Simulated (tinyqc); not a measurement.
Inside a calculation. Method: CCSD on RHF in the sto-3g basis, frozen core, for BeH+, spin multiplicity 1. One step of it, computed by the program tinyqc.

Problem. CCSD: starting amplitudes. t_ij^ab = <ij||ab> / (e_i + e_j - e_a - e_b), whose energy is MP2.

orbital energies (hartree): MO1 -5.014242, MO2 -0.714322, MO3 -0.260753, MO4 -0.138637, MO5 -0.138637, MO6 0.274141

Two-electron integrals over orbitals (pq|rs), unique and non-zero (hartree); the lowest 1 orbital is frozen and left out:
```
(22|22) 0.513603    (32|22) -0.067508   (32|32) 0.039357    (33|22) 0.320340
(33|32) 0.030735    (33|33) 0.460799    (42|42) 0.043253    (43|42) 0.031590
(43|43) 0.051424    (44|22) 0.363412    (44|32) 0.022751    (44|33) 0.396595
(44|44) 0.449859    (52|52) 0.043253    (53|52) 0.031590    (53|53) 0.051424
(54|54) 0.024249    (55|22) 0.363412    (55|32) 0.022751    (55|33) 0.396595
(55|44) 0.401360    (55|55) 0.449859    (62|22) 0.050087    (62|32) -0.047975
(62|33) -0.025431   (62|44) -0.059114   (62|55) -0.059114   (62|62) 0.121670
(63|22) -0.056037   (63|32) 0.033802    (63|33) 0.056808    (63|44) 0.020958
(63|55) 0.020958    (63|62) -0.049820   (63|63) 0.051299    (64|42) -0.029151
(64|43) -0.013227   (64|64) 0.025573    (65|52) -0.029151   (65|53) -0.013227
(65|65) 0.025573    (66|22) 0.512684    (66|32) -0.067386   (66|33) 0.348816
(66|44) 0.367558    (66|55) 0.367558    (66|62) 0.080349    (66|63) -0.057107
(66|66) 0.551460
```

Give: Starting amplitudes; correlation energy.

Solution.

Starting amplitudes (spin orbitals 1a, 1b, ...; amplitudes related by a flip of all spins are not repeated):
```
from      to        t
2a 2b  6a 6b  -0.0615
2a 2b  3a 3b  -0.0434
2a 2b  4a 4b  -0.0376
2a 2b  5a 5b  -0.0376
2a 2b  3a 6b   0.0333
```

correlation energy = -0.015638 hartree
